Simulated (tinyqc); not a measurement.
Worked calculation: bond-orbital model of a tetrahedral semiconductor (Harrison's universal couplings). Values are carried at full precision from step to step, so a last printed digit may differ when a step is redone from the rounded ones.

Hybrid level eh = (es + 3 ep)/4; metallic energy V1 = (ep - es)/4 for each atom; covalent energy V2 = 3.22 hbar^2/(m d^2); polar energy V3 = (ehc - eha)/2; hbar^2/m = 2c, c = hbar^2/2m0. Polarity ap = V3/sqrt(V2^2 + V3^2), covalency ac = V2/sqrt(V2^2 + V3^2). p-p coupling at Gamma Exx = (4/3)(2.22 - 2 x 0.63) hbar^2/(m d^2) = 1.28 hbar^2/(m d^2), s-s coupling Ess = 4 x 1.32 hbar^2/(m d^2).

Constants: hbar^2/2m0 = 3.80998211 eV angstrom^2.

Parameters, chosen for this exercise (near tabulated values for GaAs; the model gives trends, and its gaps can be far from the real ones; shifted at random, so the results belong to these values and not to a real crystal): esc = -11.51 eV (s level, cation); epc = -5.6 eV (p level, cation); esa = -18.86 eV (s level, anion); epa = -9.03 eV (p level, anion); d = 2.44 angstrom (bond length); Z = 5 (valence electrons of the anion).

## The three energies

Form the hybrid levels, V1, V2 and V3.

hbar^2/(m d^2) = 1.2799 eV

hybrid levels (eV): cation -7.0775, anion -11.4875

V1 (eV): cation 1.4775, anion 2.4575

V2, V3 (eV): [4.1213, 2.2050]

## Bond and antibond

The 2 x 2 problem [[ehc, -V2], [-V2, eha]] gives (ehc + eha)/2 -/+ sqrt(V2^2 + V3^2); ap = V3/sqrt(V2^2 + V3^2), ac = V2/sqrt(V2^2 + V3^2); the bond has weight (1 + ap)/2 on the anion.

levels (eV): bond -13.9565, antibond -4.6085

ap = 0.4718
ac = 0.8817
weight on the anion = 0.7359

## Charges

With dZ = Z - 4: effective charge Z* = 4 ap - dZ (positive on the cation); transverse charge eT* = Z* + (8/3) ap ac^2.

Z* = 0.887 e
eT* = 1.865 e

Charge that flows along the bonds as they stretch adds 0.98 e to the static value.

## Metallicity and a gap from the bond picture

Neighbouring bonds couple through V1: averaged V1b = V1c (1 - ap)/2 + V1a (1 + ap)/2 for the bond band and V1x = V1c (1 + ap)/2 + V1a (1 - ap)/2 for the antibond band. The top of the bond band lies V1b above the bond level and the bottom of the antibond band 3 V1x below the antibond level, so the gap is 2 sqrt(V2^2 + V3^2) - V1b - 3 V1x; metallicity am = (V1b + 3 V1x)/(2 sqrt(V2^2 + V3^2)).

V1b, V1x (eV): [2.1987, 1.7363]

gap = 1.940 eV
am = 0.792

The gap closes where am reaches one. The model gives trends; its gap can miss the real one by a factor of two to five, most in ratio for narrow gaps and most in eV for first-row compounds.

## Band edges at Gamma

Ev is the lower root of [[epa, Exx], [Exx, epc]] and the s-like conduction level the upper root of [[esa, Ess], [Ess, esc]], with Exx = 1.28 u and Ess = 5.28 u, u = hbar^2/(m d^2).

Exx, Ess (eV): [1.6383, 6.7578]

Ev = -9.687 eV
s-like conduction level = -7.493 eV
E0 gap = 2.194 eV

Universal couplings give the trend of E0 from compound to compound, not its value; it can miss by several eV and by a factor of two or more, and spin-orbit coupling is left out.

## Checks

- Bond level from the formula against the 2 x 2 matrix: both -13.9565.

Computed by tinyqc, a small Python program: `OMP_NUM_THREADS=1 python tinyqc.py 1451098 1451099 out.jsonl` (the numbers bound the seed that draws the inputs); one thread of a shared host (Intel(R) Xeon(R) Processor @ 2.30GHz), about 0.01 s for the whole set of steps.
